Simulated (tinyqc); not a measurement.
p-n heterojunction, non-linear Poisson equation by Newton steps, Boltzmann statistics: one step of the calculation.

One dimension, material 1 (p-type) at x < 0 and material 2 (n-type) at x > 0. Band edges: Ec = -psi in material 1 and -psi + dEc in material 2, Ev = Ec - Eg. Flat quasi-Fermi levels: 0 for holes, +V for electrons. n = Nc F((EFn - Ec)/Vt), p = Nv F((Ev - EFp)/Vt), with F(eta) = exp(eta) (Boltzmann statistics); full ionisation, no interface charge, classical densities; the doping types are chosen for the exercise. The polarisation charge of real nitride interfaces, of order 1e13 cm^-2, is left out.

Task. Check against the first integral. Exact first integral: on each side D^2/(2 eps0 er) = G, G = q [Vt (nI_j - nI_b) + Vt (pI_j - pI_b) - C (psi_j - psi_b)], with C = -N1 or +N2, b the neutral end of that side, and nI, pI the densities themselves. D is continuous, so er1 G1(psi_j) = er2 G2(psi_j) fixes psi_j. Ends from Nv1 F((-psi_L - Eg1)/Vt) = N1 and Nc2 F((V + psi_R - dEc)/Vt) = N2. D is counted positive when psi rises towards material 2.

Values chosen for this exercise; band and dielectric values close to those of AlGaN and GaN:
```
symbol,value,unit,meaning
T,300,K,temperature
Eg1,3.92,eV,band gap of material 1
er1,9.03,,relative permittivity of material 1
Nc1,3.02e18,cm^-3,conduction-band density of states of material 1
Nv1,5.95e19,cm^-3,valence-band density of states of material 1
Eg2,3.36,eV,band gap of material 2
er2,9.68,,relative permittivity of material 2
Nc2,2.26e18,cm^-3,conduction-band density of states of material 2
Nv2,4.61e19,cm^-3,valence-band density of states of material 2
dEc,-0.39,eV,conduction-band offset Ec2 - Ec1
N1,5.1e15,cm^-3,acceptor density of material 1
N2,2.5e17,cm^-3,donor density of material 2
V,0.92,V,bias of side 1 against side 2
```

Constants: q = 1.602176634e-19 C, kB = 1.380649e-23 J/K, Vt = kB T/q, eps0 = 8.8541878128e-14 F/cm where lengths are in cm. Results are converted to the units shown.

Give: psi_j; D; psi_j - psi_L; psi_R - psi_j; Ec1 - EFn at the interface; Ec2 - EFn at the interface.

Result.

psi_j = -1.4330 V
D = 53.847 nC/cm^2
psi_j - psi_L = 2.2449 V
psi_R - psi_j = 0.066074 V
Ec1 - EFn at the interface = 0.51299 eV
Ec2 - EFn at the interface = 0.12299 eV

Material 1 takes 97.1 % of the bending.

Numbers from tinyqc (`OMP_NUM_THREADS=1 python tinyqc.py 2040016 2040017 out.jsonl`; about 0.03 s on one thread of a shared Intel Xeon 2.30GHz).
